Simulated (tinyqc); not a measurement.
Charge control and current of a heterostructure field-effect transistor. Changing the channel mass m. Computed by tinyqc, a small Python program. Command: `OMP_NUM_THREADS=1 python tinyqc.py 3019396 3019397 out.jsonl hemt sweep`. One thread of a shared host (Intel(R) Xeon(R) Processor @ 2.30GHz), about 0.01 s of CPU time with the checks.

Two subbands in a triangular well; E_F is counted from the conduction band edge of the channel at the interface.

Inputs (values chosen for the exercise, modelled on AlGaAs/GaAs):
```
quantity                                  value    unit
permittivity eps (barrier and channel)     12.2       -
barrier thickness d                          44      nm
Schottky barrier phi_B                     0.93      eV
conduction band offset dE_c                0.24      eV
delta-doping density N_d                4.3e+12  1/cm^2
gate voltage V_G                              0       V
temperature T                                77       K
mixing                                      0.3       -
iteration cap                               200       -
spacer between delta layer and channel      3.8      nm
```

Charge source: delta doping. Velocity law: two-piece.

Constants: e = 1.602176634e-19 C; eps_0 = 8.8541878128e-12 F/m; k_B = 8.617333262e-05 eV/K; hbar = 1.054571817e-34 J s; m_0 = 9.1093837015e-31 kg; k_B = 1.380649e-23 J/K.

Method:
- Threshold V_T = phi_B - dE_c - e N_d (d - spacer)/(eps eps_0) (in volts); C_b = eps eps_0/d.
- Charge control: n_s = C_b (V_G - V_T - E_F/e)/e. Well: mean field F = e n_s/(2 eps eps_0), E_i = (hbar^2/2m)^(1/3) [(3 pi e F/2)(i + 3/4)]^(2/3), i = 0, 1; n_s = D k_B T sum_i ln(1 + exp((E_F - E_i)/k_B T)), D = m/(pi hbar^2), which is solved in closed form for E_F.
- Iteration from n_s = C_b (V_G - V_T)/(2e): E_F from n_s, n_out from the charge control, n_new = n_s + mixing (n_out - n_s), kept above n_s/10; stop when |n_out/n_s - 1| < 1e-9.
- C_g = e dn_s/dV_G = 1/(1/C_b + 1/C_q), 1/C_q = d(E_F/e)/d(e n_s) by a central difference of +/- 0.1 % in n_s; added distance dd = eps eps_0/C_q.

One run for each value; columns: (1) channel mass m (m_0); (2) gate capacitance C_g (microfarad/cm^2); (3) added distance dd (nm); (4) sheet density n_s (1/cm^2); (5) share in the second subband (%):
```
(1)       (2)    (3)        (4)        (5)
0.020  0.2030  9.200  2.265e+12  2.358e+01
0.032  0.2123  6.878  2.382e+12  1.451e+01
0.050  0.2183  5.485  2.472e+12  4.435e+00
0.079  0.2236  4.306  2.555e+12  3.526e-01
0.130  0.2291  3.153  2.626e+12  5.698e-02
0.200  0.2325  2.459  2.673e+12  3.526e-02
0.320  0.2352  1.929  2.711e+12  4.229e-02
0.500  0.2370  1.577  2.741e+12  7.189e-02
```

Describe and explain the trends.

Over the rows, gate capacitance C_g (microfarad/cm^2) rises from 0.203 to 0.237 (exponent d ln y / d ln x 0.095 between the first rows and 0.017 between the last); added distance dd (nm) falls from 9.20 to 1.58 (exponent d ln y / d ln x -0.62 between the first rows and -0.45 between the last); sheet density n_s (1/cm^2) rises from 2.26e12 to 2.74e12 (exponent d ln y / d ln x 0.11 between the first rows and 0.024 between the last). A light mass lowers the density of states and raises E_0, so more of the gate voltage goes into E_F.

Caution (rows 0.0200, 0.0320, 0.0500, 0.0790, 0.130, 0.200, 0.320): E_F lies above the conduction band minimum of the barrier, so electrons would spill into the barrier.

Extremes, crossings and ranges named in words are read from the listed rows.
